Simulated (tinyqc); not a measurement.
Mobility and doping from two currents.

Question. A trap-free film with injecting contacts is fitted, with diffusion neglected, by J = q mu N V/Lf + (9/8) eps0 eps_r mu V^2/Lf^3. Find mu, N and the voltage at which both terms are equal.

Parameters, values chosen for the exercise: relative permittivity eps_r = 12.7; film thickness Lf = 250 nm.

Constants: q = 1.602176634e-19 C, eps0 = 8.8541878128e-14 F/cm where lengths are in cm. Results are converted to the units shown.

J at 3.9 and 14 V (A/cm^2): 594.88680  4310.6348

Answer. J/V is a straight line in V: the slope gives mu and the intercept mu N.

mu = 0.1900 cm^2/(V s)
N = 7.600e16 cm^-3
crossover voltage = 6.016 V

Program tinyqc, `OMP_NUM_THREADS=1 python tinyqc.py 2730141 2730142 out.jsonl`; Intel Xeon 2.30GHz, shared host, one thread, about 0.1 s.
